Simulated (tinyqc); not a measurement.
A longer run and its error bar: q-state Potts model on a small periodic square lattice: enumeration, Metropolis, heat-bath and Wolff steps. Computed by tinyqc, a small Python program. Command: `OMP_NUM_THREADS=1 python tinyqc.py 3111825 3111826 out.jsonl potts walk`. One thread of a shared host (Intel(R) Xeon(R) Processor @ 2.30GHz), about 0.1 s of CPU time with the checks.

E = -J x (number of nearest-neighbour bonds with equal states); n x n sites with periodic edges have 2 n^2 bonds. Order parameter m = (q f - 1)/(q - 1), f being the largest share of one state. Sites are numbered row by row from 0. Here q = 4 and n = 3.

Inputs (values chosen for the exercise, for a model of domains or grain orientations):

| quantity | value | unit |
|---|---|---|
| number of states q | 4 | - |
| edge n | 3 | - |
| coupling J | 71 | meV |
| temperature T | 1170 | K |
| seed | 370038 | - |

Update: heat bath.

Constants: k_B = 8.617333262e-05 eV/K.

Method:
- K = J/(k_B T); the infinite square lattice orders at K_c = ln(1 + sqrt(q)); Wolff bond probability p = 1 - exp(-K).
- All q^(n^2) states are counted by their number b of equal bonds; weights g(b) exp(K b), K = J/(k_B T). Per site: u = -J <b>/n^2, c/k_B = K^2 (<b^2> - <b>^2)/n^2.
- ln Z = ln sum g(b) exp(K b); entropy per site s/k_B = (ln Z - K <b>)/n^2.
- After 400 updates are discarded, b is recorded for 4000 sweeps of n^2 steps of the update named (random numbers not printed, so these rows are one sample). Records are averaged in blocks; the error is the scatter of block means over sqrt(number of blocks), and the last column its square over that for single records.

start states:
```
   1  2  3
1  1  0  2
2  0  0  2
3  2  3  2
```

K = 0.704206

<b> = 8.98405

Blocking:

| block length | mean b | error | variance ratio |
|---|---|---|---|
| 1 | 9.179 | 0.05803 | 1.0000 |
| 4 | 9.179 | 0.08640 | 2.2168 |
| 16 | 9.179 | 0.10274 | 3.1349 |
| 40 | 9.179 | 0.10923 | 3.5436 |
| 100 | 9.179 | 0.09584 | 2.7281 |

What follows from these numbers?

The run gives 9.179 +/- 0.109 (blocks of 40) against the exact 8.984, a difference of 1.8 error bars. Single records understate the error by a factor of about 1.9, because successive records are correlated.

Extremes, crossings and ranges named in words are read from the listed rows.
